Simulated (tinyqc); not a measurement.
# Worked calculation: AlGaN/GaN HEMT with access regions, lumped model

Numbers from tinyqc (`OMP_NUM_THREADS=1 python tinyqc.py 2570068 2570069 out.jsonl`; about 0.02 s on one thread of a shared Intel Xeon 2.30GHz). Printed values are rounded.

A polarisation-induced electron sheet under a Schottky gate, in series with two ungated access regions and contacts. Drift law v = mu E/(1 + mu E/vs) under the gate. Currents in mA/mm, resistances in ohm mm. No self-heating, no channel-length modulation; fits for polarisation, barrier and offset are chosen for the exercise.

Parameters, values chosen for the exercise; values close to those of AlGaN/GaN structures:
```
symbol  value        unit                                               meaning
x        0.33                                    aluminium share of the barrier
d          30          nm                                     barrier thickness
eps_r     9.2                      relative permittivity of barrier and channel
mu       1400  cm^2/(V s)                                      channel mobility
vs        1e7        cm/s                                   saturation velocity
Lg        0.5          um                                           gate length
Ls          1          um                                  source access length
Ld         12          um                                   drain access length
Rc       0.17      ohm mm                            resistance of each contact
ft        0.1              share of the drain-access electrons removed by traps
Vg         -1           V                                          gate voltage
Vd          6           V                                         drain voltage
Ec        2.8       MV/cm                                        critical field
te        0.4          um          depth over which the depleted charge spreads
tf        100          nm                       insulator under the field plate
ei        3.9                           relative permittivity of that insulator
```

Constants: q = 1.602176634e-19 C, eps0 = 8.8541878128e-14 F/cm where lengths are in cm. Results are converted to the units shown.

## Polarisation charge, threshold and sheet resistance

sigma = (5e13 x + 1.6e13 x^2) cm^-2, phiB = 0.84 + 1.3 x, dEc = 0.7 (1.71 x + x^2) in volts, Cb = eps0 eps_r/d, VT = phiB - dEc - q sigma/Cb, access density n0 = -Cb VT/q. Rsh = 1/(q mu n0); largest access current q n0 vs.

sigma = 1.824240e13 cm^-2
Cb = 0.2715284 uF/cm^2
VT = -9.966324 V
n0 = 1.689040e13 cm^-2
Rsh = 263.9500 ohm
q n0 vs = 2706.140 mA/mm

## Iteration 1: drain current

I at the start = 960 mA/mm

Access resistance R(L, n) = L/(q mu n sqrt(1 - (I/(q n vs))^2)); Rs = Rc + R(Ls, n0), Rd = Rc + R(Ld, (1 - ft) n0). Vg' = Vg - I Rs, Vd' = Vd - I (Rs + Rd); with u = Vg' - VT, Vc = vs Lg/mu and w the smaller of Vd' and Vc [sqrt(1 + 2 u/Vc) - 1] (0 if negative), the channel gives (mu Cb/Lg)(u w - w^2/2)/(1 + w/Vc). I(new) = I + 0.1 (channel current - I).

Rs = 0.4523110 ohm mm
Rd = 3.999360 ohm mm
Vg' = -1.434219 V
Vd' = 1.726396 V
channel current = 1725.391 mA/mm
I after iteration 1 = 1036.539 mA/mm

## Iteration 2: drain current

As before.

Rs = 0.4557421 ohm mm
Rd = 4.059130 ohm mm
Vg' = -1.472395 V
Vd' = 1.320159 V
channel current = 1674.193 mA/mm
I after iteration 2 = 1100.305 mA/mm

## Course of the iteration: drain current

Stop when I changes by less than 1e-6 mA/mm, or after 60 iterations. I must stay below q (1 - ft) n0 vs.

Course of the iteration:

| iteration | I (mA/mm) | \|change\| (mA/mm) |
|---|---|---|
| 1 | 1036.539 | 76.5 |
| 2 | 1100.305 | 63.8 |
| 3 | 1148.486 | 48.2 |
| 4 | 1178.483 | 30.0 |
| 5 | 1191.474 | 13.0 |
| 6 | 1194.756 | 3.28 |
| 7 | 1195.275 | 0.520 |
| 8 | 1195.345 | 0.0693 |
| 9 | 1195.354 | 8.96e-3 |
| 10 | 1195.355 | 1.15e-3 |
| 11 | 1195.355 | 1.49e-4 |
| 12 | 1195.355 | 1.91e-5 |
| 13 | 1195.355 | 2.46e-6 |
| 14 | 1195.355 | 3.17e-7 |

Converged in 14 iterations. At the end each change is about 0.13 times the one before: linear convergence. Of Vd, 6.89 % reaches the channel; the access current is 49 % of its limit.

## On-resistance and breakdown

sigma = (5e13 x + 1.6e13 x^2) cm^-2, phiB = 0.84 + 1.3 x, dEc = 0.7 (1.71 x + x^2) in volts, Cb = eps0 eps_r/d, VT = phiB - dEc - q sigma/Cb, access density n0 = -Cb VT/q. Ron = 2 Rc + Ls/(q mu n0) + Ld/(q mu (1 - ft) n0) + Lg/(mu Cb (Vg - VT)). Off state: a depleted stretch that holds the voltage V has the peak field sqrt(k V), k = 2 q n0/(eps0 eps_r te), so one edge holds V1 = Ec^2/k. The sheet under the plate pinches off at Vf = q n0 (1/Cb + tf/(eps0 ei)); beyond it the gate edge is screened. BV = V1 if Vf >= V1, else Vf + V1, and at most Ec Ld. Specific resistance Ron (Ls + Lg + Ld); figure of merit BV^2 over it.

Ron = 4.269977 ohm mm
Vf = 88.33400 V
V1 = 47.19895 V
BV = 47.19895 V
specific resistance = 0.5764469 mohm cm^2
figure of merit = 3.864607 MW/cm^2

The plate pinches off too late to screen the gate edge, so it adds nothing.
